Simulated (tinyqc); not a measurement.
Worked calculation: k.p theory built from an empirical-pseudopotential calculation at Gamma. Values are carried at full precision from step to step, so a last printed digit may differ when a step is redone from the rounded ones.

Empirical pseudopotential on the fcc lattice, atoms at +/- tau, tau = a (1,1,1)/8, no spin-orbit coupling. H(G,G') = c (2 pi/a)^2 |k + G|^2 delta + VS(q) cos(q.tau) + i VA(q) sin(q.tau), q = G - G', c = hbar^2/2m0; k and G in units of 2 pi/a; VS at |q|^2 = 3, 8, 11 and VA at 3, 4, 11, in rydberg, zero elsewhere. The basis is fixed: all 89 G with |G|^2 up to Gcut. Energies are counted from the fourth level at Gamma.

Constants: hbar^2/2m0 = 3.80998211 eV angstrom^2; Ry = 13.60569312 eV.

Inputs chosen for the exercise (near those of GaAs; shifted at random, so the results belong to these values and not to a real crystal):
- a = 5.63 angstrom (lattice constant)
- VS = (-0.226, 0.011, 0.061) Ry (symmetric form factors)
- VA = (0.07, 0.05, 0.011) Ry (antisymmetric form factors)
- Gcut = 19 (2 pi/a)^2 (largest |G|^2 of the fixed basis)

## Levels at Gamma

Diagonalise H at k = 0 and group equal levels.

Multiplets at Gamma:

| multiplet | degeneracy | E (eV) |
|---|---|---|
| 1 | 1 | -12.3067 |
| 2 | 3 | 0.0000 |
| 3 | 1 | 1.4811 |
| 4 | 3 | 4.3840 |
| 5 | 1 | 7.9656 |
| 6 | 2 | 8.6171 |
| 7 | 3 | 12.6699 |
| 8 | 1 | 14.0837 |
| 9 | 3 | 26.9215 |

The lowest empty multiplet is a singlet at 1.481 eV; the lowest empty singlet (s-like) is multiplet 3.

## Mass of the s-like conduction level (multiplet 3)

For a multiplet A of d_A states, W(B) = (4 c/(3 d_A)) sum over n in A, m in B and i = x, y, z of |<n|G_i|m>|^2 (G in 1/angstrom, <n|G_i|m> = sum_G c_n(G)* G_i c_m(G)); the mean inverse mass of A is 1 + sum_B W(B)/(E_A - E_B). Multiplets with W = 0 are left out.

List the couplings (the first eight at most); W to the valence triplet is the Kane energy Ep.

Couplings:

| multiplet B | degeneracy | E_B (eV) | W (eV) | W/(E_A - E_B) |
|---|---|---|---|---|
| 2 | 3 | 0.0000 | 18.4025 | 12.4248 |
| 4 | 3 | 4.3840 | 0.0005 | -0.0002 |
| 7 | 3 | 12.6699 | 0.2061 | -0.0184 |
| 10 | 3 | 27.5355 | 0.3665 | -0.0141 |
| 12 | 3 | 28.2292 | 0.2124 | -0.0079 |
| 15 | 3 | 41.3379 | 0.0239 | -0.0006 |
| 16 | 3 | 42.2696 | 0.0000 | 0.0000 |
| 19 | 3 | 42.9953 | 0.0110 | -0.0003 |

sum over the higher multiplets = -0.0016
1/m = 13.3818

Ep = 18.40 eV. The valence triplet gives 12.42, all other levels together -0.04; m = 0.0747, against 0.0745 for two levels alone.

## Valence parameters

Fold all other levels onto the valence triplet: D(u) = c + 4 c^2 sum_m <n|u.G|m><m|u.G|n'>/(0 - E_m), in units of c. Along [100] its eigenvalues are L (once) and M (twice); along [111] (L + 2M + 2N)/3 (once) and (L + 2M - N)/3 (twice). Then g1 = -(L + 2M)/3, g2 = -(L - M)/6, g3 = -N/6.

eigenvalues along [100]: -12.934  -2.269  -2.269

eigenvalues along [111]: -15.581  -0.945  -0.945

L, M, N: -12.934  -2.269  -14.636

g1, g2, g3: 5.824  1.777  2.439

With spin-orbit coupling added at fixed g1, g2, g3 and large against the hole energy these give heavy and light masses along [100] of 0.441 and 0.107. The s-like level alone adds Ep/(3E) = 4.14 to g1. Local form factors fix Ep and the gap only roughly, so these values can lie far from measured ones.

## Checks

- 1/m of the s-like level from the sum against the curvature of the band: both 13.38.
- L and M against the curvatures along [100]: largest relative difference 1.7e-06.

(tinyqc, `OMP_NUM_THREADS=1 python tinyqc.py 1050049 1050050 out.jsonl`, Intel(R) Xeon(R) Processor @ 2.30GHz, 1 thread, shared host, about 10 s.)
